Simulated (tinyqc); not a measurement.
MP2 on RHF in the sto-3g basis, for H3-, spin multiplicity 1, step by step. The basis has no diffuse functions, so it cannot describe the extra electron: this is an exercise in the method, not the real anion. One step of it, computed by the program tinyqc.

Problem. Second-order Moller-Plesset energy. E2 = sum_ijab (ia|jb) [2 (ia|jb) - (ib|ja)] / (e_i + e_j - e_a - e_b) over occupied i, j and virtual a, b; the opposite-spin part is (ia|jb)^2 / denominator, the rest is same-spin, and SCS-MP2 scales them by 6/5 and 1/3.

orbital energies (hartree): MO1 -0.119659, MO2 0.204760, MO3 0.897014

Two-electron integrals over orbitals (pq|rs), unique and non-zero (hartree):
```
(11|11) 0.525598    (21|11) -0.000033   (21|21) 0.153263    (22|11) 0.463166
(22|21) 0.000037    (22|22) 0.526781    (31|11) 0.072649    (31|21) 0.000023
(31|22) -0.058545   (31|31) 0.143162    (32|11) 0.000035    (32|21) -0.139363
(32|22) -0.000042   (32|31) -0.000009   (32|32) 0.142279    (33|11) 0.540449
(33|21) -0.000015   (33|22) 0.472551    (33|31) 0.091753    (33|32) 0.000022
(33|33) 0.586554
```

Hartree-Fock energy = -1.27061682 hartree

Give: Terms; Pair energies; MP2 correlation energy; SCS-MP2 correlation energy; MP2 total energy.

Solution.

Terms:
```
i  j  a  b    (ia|jb)    (ib|ja)  denominator       term
2  2  3  3     0.1423     0.1423      -1.3845    -0.0146
1  1  3  3     0.1432     0.1432      -2.0333    -0.0101
2  1  3  3  -9.21e-06  -9.21e-06      -1.7089  -4.96e-11
1  2  3  3  -9.21e-06  -9.21e-06      -1.7089  -4.96e-11
```

Pair energies (hartree; pair i-j sums ij and ji):
```
pair  opposite spin  same spin
1-1         -0.0101     0.0000
2-1       -9.92e-11     0.0000
2-2         -0.0146     0.0000
```

MP2 correlation energy = -0.024701 hartree

SCS-MP2 correlation energy = -0.029641 hartree

MP2 total energy = -1.295318 hartree
